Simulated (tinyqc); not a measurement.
# MOSFET in the linear regime without short-channel effects, parameter extraction from computed curves: effects of single changes

Inversion charge Q = Cox n Vt W0(exp((Vg - VT)/(n Vt))), W0 the Lambert function and n = nf; u = Q/Cox; mobility mu = mu0/(1 + th1 u + th2 u^2); channel resistance Rch = (L - dL)/(W mu Q); Id = Vd/(Rch + Rsd/W). Cox = eps0 eox/tox. Small Vd, no channel-length or drain effects.

Values chosen for this exercise; channel values of the order met in silicon transistors:
```
symbol  value        unit                                                                 meaning
T          77           K                                                             temperature
eox      25.6              relative permittivity of the gate insulator (close to zirconium oxide)
tox        16          nm                                                     insulator thickness
mu0       170  cm^2/(V s)                                                      low-field mobility
th1      0.17         1/V                                       first mobility attenuation factor
th2         0       1/V^2                                      second mobility attenuation factor
VT       0.47           V                                                       threshold voltage
nf        1.3                                                                         body factor
W         0.5          um                                                              gate width
L       0.061          um                                                       drawn gate length
dL      0.012          um                                             drawn less effective length
Rsd        81      ohm um                                            source plus drain resistance
Vd      0.025           V                                                           drain voltage
```

Constants: q = 1.602176634e-19 C, kB = 1.380649e-23 J/K, Vt = kB T/q, eps0 = 8.8541878128e-14 F/cm where lengths are in cm. Results are converted to the units shown.

Each table varies one quantity; the others keep the values above.

## Extraction methods against the second mobility attenuation factor

From the continuous curve Id(Vg): tangent at peak gm (V_ext = Vg - Id/gm); constant current Id = 0.1 uA W/L; peak of d2Id/dVg2; Y = Id/sqrt(gm) drawn through Vg = VT + 0.6 and VT + 0.8 V, with intercept VT_Y and slope s. Mobilities gm,max L/(W Cox Vd) and s^2 L/(W Cox Vd) with the drawn L. Last column: share of Rsd/W in the total resistance at VT + 0.8 V.

Extraction methods against the second mobility attenuation factor:
```
th2 (1/V^2),V_ext (V),constant current (V),second derivative (V),VT_Y (V),mobility from gm (cm^2/(V s)),mobility from Y (cm^2/(V s)),series share (%)
0,0.477,0.487,0.468,0.494,175,206,21.2
0.06,0.477,0.487,0.468,0.512,175,224,20.7
0.12,0.476,0.487,0.468,0.529,174,243,20.2
0.18,0.476,0.487,0.468,0.547,174,265,19.7
0.24,0.476,0.487,0.468,0.565,174,290,19.3
0.3,0.476,0.487,0.468,0.582,174,317,18.9
0.36,0.476,0.487,0.468,0.600,174,349,18.5
```

The model has VT = 0.47 V and mu0 = 170 cm^2/(V s). Over the table the extracted thresholds move by under 0.5 mV (tangent), under 0.5 mV (constant current), under 0.5 mV (second derivative), 110 mV (Y function). The mobility from gm falls from 175 to 174 and that from Y rises from 206 to 349 cm^2/(V s).

## Extraction methods against the body factor

Same model as above.

Result of one run:
```
nf,V_ext (V),constant current (V),second derivative (V),VT_Y (V),mobility from gm (cm^2/(V s)),mobility from Y (cm^2/(V s)),series share (%)
1.3,0.477,0.487,0.468,0.494,175,206,21.2
```

What becomes of these results when the body factor nf is changed from 1.3 to 1.2, all else the same?

Result of the changed run:
```
nf,V_ext (V),constant current (V),second derivative (V),VT_Y (V),mobility from gm (cm^2/(V s)),mobility from Y (cm^2/(V s)),series share (%)
1.2,0.476,0.488,0.468,0.493,176,207,21.2
```

The whole series:
```
nf,V_ext (V),constant current (V),second derivative (V),VT_Y (V),mobility from gm (cm^2/(V s)),mobility from Y (cm^2/(V s)),series share (%)
1,0.476,0.488,0.469,0.491,179,207,21.3
1.1,0.476,0.488,0.469,0.492,177,207,21.2
1.2,0.476,0.488,0.468,0.493,176,207,21.2
1.3,0.477,0.487,0.468,0.494,175,206,21.2
1.4,0.477,0.487,0.468,0.495,174,206,21.1
1.5,0.477,0.486,0.468,0.497,172,205,21.1
1.6,0.477,0.486,0.468,0.498,171,205,21.0
1.7,0.477,0.485,0.468,0.499,170,204,21.0
```

The model has VT = 0.47 V and mu0 = 170 cm^2/(V s). Over the table the extracted thresholds move by 1.0 mV (tangent), 2.7 mV (constant current), 1.0 mV (second derivative), 8.1 mV (Y function). The mobility from gm falls from 179 to 170 and that from Y falls from 207 to 204 cm^2/(V s).

Numbers from tinyqc (`OMP_NUM_THREADS=1 python tinyqc.py 2210094 2210095 out.jsonl`; about 0.01 s on one thread of a shared Intel Xeon 2.30GHz).
